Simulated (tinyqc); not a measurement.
Straight dislocations in isotropic elasticity: fields, energies, partials, Peierls stress and walls. Changing the dislocation density rho. Computed by tinyqc, a small Python program. Command: `OMP_NUM_THREADS=1 python tinyqc.py 3031863 3031864 out.jsonl disloc sweep`. One thread of a shared host (Intel(R) Xeon(R) Processor @ 2.30GHz), about 0.01 s of CPU time with the checks.

The line runs along z, the glide plane is y = 0, and beta is the angle between b and the line (0 screw, 90 degrees edge): b_e = b sin(beta) along +x with the extra half plane at y > 0, b_s = b cos(beta). Stress is positive in tension.

Inputs (values chosen for the exercise, modelled on GaAs):
```
quantity          value      unit
shear modulus G    50.2       GPa
Poisson ratio nu  0.233         -
Burgers vector b      4  angstrom
core radius r0/b      1         -
source length l      37        nm
```

Character: 60-degree.

Constants: 1 eV/angstrom^3 = 160.2176634 GPa.

Method:
- Energy factor K = G [cos^2(beta) + sin^2(beta)/(1 - nu)].
- E = K b^2/(4 pi) ln(R/r0) with R = 1/(2 sqrt(rho)); tension T = E + d^2E/d(beta)^2 = G b^2 [1 + nu - 3 nu sin^2(beta)]/(4 pi (1 - nu)) ln(R/r0). The core energy is taken into r0.
- Frank-Read source, averaged over the loop: tau = G b/(2 pi l) [(1 - nu/2)/(1 - nu)] ln(l/r0). Taylor hardening: tau = 0.3 G b sqrt(rho).

One run for each value:
```
dislocation density rho (1/m^2)  stored energy rho E (kJ/m^3)  Taylor stress (MPa)  line energy E (eV/nm)
1.00e+08                                           9.2104e-04           6.0240e-02                 57.487
1.00e+09                                           8.3068e-03           1.9050e-01                 51.847
1.00e+10                                           7.4033e-02           6.0240e-01                 46.208
1.00e+11                                           6.4998e-01           1.9050e+00                 40.569
1.00e+12                                           5.5963e+00           6.0240e+00                 34.929
1.00e+13                                           4.6927e+01           1.9050e+01                 29.290
1.00e+14                                           3.7892e+02           6.0240e+01                 23.650
1.00e+15                                           2.8857e+03           1.9050e+02                 18.011
1.00e+16                                           1.9822e+04           6.0240e+02                 12.372
```

What does the table show, and why?

Over the rows, stored energy rho E (kJ/m^3) rises from 9.21e-4 to 19800 (exponent d ln y / d ln x 0.96 between the first rows and 0.84 between the last); Taylor stress (MPa) rises from 0.0602 to 602 (exponent d ln y / d ln x about 0.50 throughout); line energy E (eV/nm) falls from 57.5 to 12.4 (exponent d ln y / d ln x -0.045 between the first rows and -0.16 between the last). The exponent of Taylor stress stays at 0.50: the forest spacing is rho^(-1/2).

Caution (all rows): in covalent crystals the flow stress is largely set by thermally activated glide over the Peierls barrier, which the source and Taylor stresses leave out.
